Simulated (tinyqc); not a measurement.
Depletion-mode phase shifter in a rib waveguide and its Mach-Zehnder modulator: one step of the calculation.

A lateral p-n junction at x0 in a waveguide whose mode intensity is a Gaussian of rms width s about x = 0; p side at smaller x. Reverse bias removes carriers and raises the index. Abrupt junction, doping uniform over the whole mode, lumped electrode (no travelling-wave effects).

Problem. Depletion edges and mode overlap. W = sqrt(2 eps0 eps_r (Vb + V)(1/Na + 1/Nd)/q); edges xp = x0 - W Nd/(Na + Nd), xn = x0 + W Na/(Na + Nd); F(x) = [1 + erf(x/(sqrt(2) s))]/2.

Parameters, values chosen for the exercise; values close to those of silicon near 1550 nm:
- eps_r = 11.7 (relative permittivity of the semiconductor)
- Na = 4e17 cm^-3 (acceptor density)
- Nd = 2.7e17 cm^-3 (donor density)
- Vb = 0.95 V (built-in voltage)
- s = 130 nm (rms width of the lateral mode intensity)
- x0 = 0 nm (junction offset towards the n side)
- V = 1.5 V (reverse bias)

Constants: q = 1.602176634e-19 C, eps0 = 8.8541878128e-14 F/cm where lengths are in cm. Results are converted to the units shown.

Find: W at 0 and at V; edge; F.

Solution.

W at 0 and at V (nm): [87.30, 140.2]

| edge | edge (nm) | F |
|---|---|---|
| xp(0) | -35.18 | 0.3933 |
| xn(0) | 52.12 | 0.6558 |
| xp(V) | -56.50 | 0.3319 |
| xn(V) | 83.70 | 0.7402 |

tinyqc, about 0.01 s, one thread, Intel Xeon 2.30GHz (shared host): `OMP_NUM_THREADS=1 python tinyqc.py 2650046 2650047 out.jsonl`
